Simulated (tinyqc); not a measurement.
Worked calculation: strain-driven roughening and islands of a mismatched epitaxial film. Computed by tinyqc, a small Python program that keeps every step. Command: `OMP_NUM_THREADS=1 python tinyqc.py 3026897 3026898 out.jsonl island walk`. One thread of a shared host (Intel(R) Xeon(R) Processor @ 2.30GHz), about 0.01 s of CPU time with the checks. Intermediate numbers are printed to about 6 digits and carried at full precision; extremes and crossings named in words are read from the listed rows.

Film and substrate share isotropic elastic constants; the film is coherent and biaxially strained.

Inputs (values chosen for the exercise, for a model film):
```
quantity                                     value       unit
misfit |f|                                  0.0378          -
shear modulus G                               49.8        GPa
Poisson ratio nu                              0.31          -
surface energy gamma                         0.979      J/m^2
contact angle of the shallow shape theta_1    13.3    degrees
contact angle of the steep shape theta_2      33.4    degrees
facet energy of shape 1 over gamma           0.996          -
facet energy of shape 2 over gamma           1.019          -
wetting energy gamma_s - gamma               0.076      J/m^2
decay length of wetting delta                 0.37         nm
surface mobility D_s nu_s Omega^2/(k_B T)    2e-32  m^6/(J s)
initial ripple amplitude A0                   0.26         nm
ripple wavelength over the critical one        3.8          -
island volume V                             220000       nm^3
```

Transport: surface diffusion.

Constants: e = 1.602176634e-19 C.

## Elastic energy of the flat film

M = 2 G (1 + nu)/(1 - nu); stress = M f; energy density w = M f^2.

biaxial modulus M = 189.096 GPa

stress = 7.14782 GPa

energy density w = 270.187 MJ/m^3

## Asaro-Tiller-Grinfeld instability

A ripple A cos(k x) has the surface chemical potential per volume [gamma k^2 - 2 (1 + nu) w k] A cos(k x), so k_c = 2 (1 + nu) w/gamma. With surface diffusion the amplitude grows at the rate q = B k^2 [2 (1 + nu) w k - gamma k^2], fastest at k_m = (3/4) k_c. B is the surface mobility.

k_c = 0.723076 1/nm

critical wavelength = 8.68953 nm

fastest wavelength = 11.5860 nm

growth time 1/q at k_m = 0.00177145 s

A ripple of A0 needs about 0.0014 s to reach a twentieth of its wavelength.

## A ripple of given wavelength

A ripple A cos(k x) has the surface chemical potential per volume [gamma k^2 - 2 (1 + nu) w k] A cos(k x), so k_c = 2 (1 + nu) w/gamma. With surface diffusion the amplitude grows at the rate q = B k^2 [2 (1 + nu) w k - gamma k^2], fastest at k_m = (3/4) k_c. B is the surface mobility. Stress at the trough = stress x (1 + 2 k A).

k = 0.190283 1/nm

rate q = 71.8739 1/s

q over the largest rate = 0.127321

stress concentration at A0 = 1.09895

The ripple grows.

## Wetting layer

The surface energy depends on thickness as gamma + (gamma_s - gamma) exp(-h/delta). Its curvature adds W2 = (gamma_s - gamma) exp(-h/delta)/delta^2 to the restoring terms; the flat film is stable while W2 > (1 + nu)^2 w^2/gamma, which gives h_c = delta ln[(gamma_s - gamma) gamma/(delta^2 (1 + nu)^2 w^2)], or 0 if negative.

wetting-layer thickness h_c = 0.542969 nm

Layer-by-layer growth up to h_c, then roughening: the Stranski-Krastanov mode.

## Island nucleation

Shallow faceted island (Tersoff form): E = 4 Gam V^(2/3) tan^(1/3)(theta) - 6 c V tan(theta), Gam = gamma [x/sin(theta) - 1/tan(theta)], x the facet energy over gamma, c = stress^2 (1 - nu)/(2 pi G). The barrier is the maximum of E, at V_c = [4 Gam/(9 c)]^3 / tan^2(theta) (1 GPa nm = 1 J/m^2).

c = 0.112664 GPa

Gam of shape 1 = 0.0971176 J/m^2

critical volume, shape 1 = 1.00630 nm^3

barrier, shape 1 = 0.501828 eV

Gam of shape 2 = 0.327505 J/m^2

critical volume, shape 2 = 4.95993 nm^3

barrier, shape 2 = 6.89934 eV

The shallow shape has the lower barrier. Each barrier is a third of the surface term at V_c and scales as Gam^3/c^2, that is as f^(-4). Caution: a critical island of a few cubic nanometres holds a few hundred atoms at most, and edge energies, left out here, matter.

## Which shape at the volume V

The two energies cross at V_x^(1/3) = 4 [Gam_2 t2^(1/3) - Gam_1 t1^(1/3)]/(6 c (t2 - t1)), t = tan(theta); mu = dE/dV.

E of shape 1 = -213958 eV

E of shape 2 = -586112 eV

crossing volume V_x = 31.1862 nm^3

jump of mu at V_x, shape 2 less shape 1 = -95.3115 MJ/m^3

At V the steep shape is lower. At V_x the chemical potential drops, so islands that have turned steep grow at the cost of the shallow ones. Caution: the shallow-slope form overstates the relaxation of facets steeper than about 25 degrees.

## Scaling with the misfit

A ripple A cos(k x) has the surface chemical potential per volume [gamma k^2 - 2 (1 + nu) w k] A cos(k x), so k_c = 2 (1 + nu) w/gamma. With surface diffusion the amplitude grows at the rate q = B k^2 [2 (1 + nu) w k - gamma k^2], fastest at k_m = (3/4) k_c. V_c = [4 Gam/(9 c)]^3/tan^2(theta), barrier = (4/3) Gam V_c^(2/3) tan^(1/3)(theta); the growth time is 1/q at k_m.

Misfit scaled at fixed constants:
```
|f| (%)  fastest wavelength (nm)  growth time (s)  V_c of shape 1 (nm^3)  barrier of shape 1 (eV)
0.945                    185.377      1.16094e+02            4.12182e+03              1.28468e+02
1.323                     94.580      7.86655e+00            5.47420e+02              3.34413e+01
1.890                     46.344      4.53491e-01            6.44034e+01              8.02925e+00
2.646                     23.645      3.07287e-02            8.55343e+00              2.09008e+00
3.780                     11.586      1.77145e-03            1.00630e+00              5.01828e-01
5.292                      5.911      1.20034e-04            1.33647e-01              1.30630e-01
```

Halving the misfit stretches the wavelength 4 times, the barrier 16 times, the volume 64 times and the time 256 times: f^(-2), f^(-4), f^(-6), f^(-8). Over these rows the time spans 6.0 decades: strongly mismatched films tend to roughen first, while dilute alloys have time to stay flat. Rows with wavelengths under 10 nm or volumes under 5 nm^3 are beyond the continuum picture.

Checks made by the program: k_m against a numerical maximum of the rate (relative difference 4e-10).
